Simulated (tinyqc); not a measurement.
## Strained alloy layer of InAs and AlAs on (001) InP, model-solid band line-up: gaps, strain and offsets against composition

The layer is x parts of the first compound and 1 - x of the second, grown coherently on the third as substrate and barrier. Rows of the table: lattice constant a, average valence level Ea on an absolute scale, spin-orbit splitting so, gaps at Gamma, X and L, hydrostatic deformation potentials av and ac (Gamma), shear potential b, elastic constants, electron and heavy-hole (along z) masses. All are interpolated linearly in x; gaps get -C x (1 - x), taken wholly in the conduction band; real line-ups can differ from this model by 0.1 eV or more.

In-plane strain e = (a_substrate - a)/a, e_z = -2 (c12/c11) e, volume change 2 e + e_z. With v = 2 e + e_z and d = 2 b (e_z - e): Eav = Ea + av v; E_hh = Eav + so/3 - d/2; E_lh = Eav - so/6 + d/4 + sqrt(so^2 + so d + 9 d^2/4)/2; E_c = Ea + so/3 + EG + ac v (Gamma). Substrate: E_v = Ea + so/3, E_c = E_v + EG. Well depths: dEc = E_c(substrate) - E_c, dEhh = E_hh - E_v(substrate), dElh likewise; strained Gamma gap E_c - max(E_hh, E_lh); positive values confine carriers in the layer. Matthews-Blakeslee for 60-degree dislocations in a single layer: hc = k (ln(hc/bv) + 1), k = bv (1 - nu/4)/(4 pi |e| (1 + nu)), nu = c12/(c11 + c12), bv = a/sqrt(2); the larger root. The valence offset is the larger of dEhh and dElh; a dash marks |e| under 0.02 % or no root.

Values chosen for this exercise: bowing of the Gamma gap CG = 0.7 eV; bowing of the X gap CX = 0 eV; bowing of the L gap CL = 0 eV.

Binary compounds, values chosen for the exercise:
```
,close to InAs,close to AlAs,close to InP
a (angstrom),6.058,5.661,5.869
Ea (eV),-6.67,-7.49,-7.04
so (eV),0.377,0.276,0.109
EG (eV),0.352,2.98,1.34
EX (eV),1.36,2.15,2.2
EL (eV),1.07,2.37,1.93
av (eV),0.991,2.5,1.25
ac (eV),-5.14,-5.67,-5.03
b (eV),-1.82,-1.48,-1.68
c11 (GPa),83,124,102
c12 (GPa),45.2,52.8,55.8
me (m0),0.0228,0.151,0.0788
mh (m0),0.334,0.469,0.525
```

Result of one run:
```
x,e (%),relaxed Gamma gap (eV),lower of X and L gaps (eV),strained Gamma gap (eV),E_hh - E_lh (meV),dEc (eV),valence offset (eV),hc (nm)
0.47,0.36613,1.5705,1.7590,1.5300,-24.104,-0.21632,0.026295,33.9
```

What becomes of these results when the fraction of the first compound in the layer x is changed from 0.47 to 0.75, all else the same?

Result of the changed run:
```
x,e (%),relaxed Gamma gap (eV),lower of X and L gaps (eV),strained Gamma gap (eV),E_hh - E_lh (meV),dEc (eV),valence offset (eV),hc (nm)
0.75,-1.5062,0.87775,1.3950,0.92422,87.632,0.13773,0.27805,5.43
```

The whole series:
```
x,e (%),relaxed Gamma gap (eV),lower of X and L gaps (eV),strained Gamma gap (eV),E_hh - E_lh (meV),dEc (eV),valence offset (eV),hc (nm)
0.3,1.5380,2.0446,1.9130,1.8591,-104.47,-0.47352,-0.045613,5.30
0.36,1.1213,1.8726,1.8656,1.7412,-75.583,-0.37906,-0.022095,8.14
0.41,0.77664,1.7332,1.8261,1.6444,-51.877,-0.30342,-0.0010118,13.2
0.47,0.36613,1.5705,1.7590,1.5300,-24.104,-0.21632,0.026295,33.9
0.53,-0.041046,1.4128,1.6810,1.4145,2.6520,-0.13321,0.058711,446
0.58,-0.37785,1.2852,1.6160,1.3001,23.954,-0.066990,0.10690,32.6
0.64,-0.77903,1.1368,1.5380,1.1651,48.083,0.0088563,0.16602,13.1
0.69,-1.1109,1.0170,1.4730,1.0546,66.847,0.069061,0.21637,8.23
0.75,-1.5062,0.87775,1.3950,0.92422,87.632,0.13773,0.27805,5.43
```

The relaxed Gamma gap falls from 2.04 to 0.878 eV and the strained one falls from 1.86 to 0.924 eV. The lattice matches the substrate at x = 0.524; the heavy hole is on top where the layer is compressed (e < 0) and the light hole where it is stretched. The relaxed alloy turns direct at x = 0.363. dEc rises from -0.474 to 0.138 eV and the valence offset rises from -0.0456 to 0.278 eV. At the largest strain listed, 1.54 %, strain changes the gap by -185 meV. For x = 0.3, 0.36 the lowest conduction valley of the relaxed alloy is X or L, so the gap and dEc listed hold for Gamma only.

Numbers from tinyqc (`OMP_NUM_THREADS=1 python tinyqc.py 2690012 2690013 out.jsonl`; about 0.01 s on one thread of a shared Intel Xeon 2.30GHz).
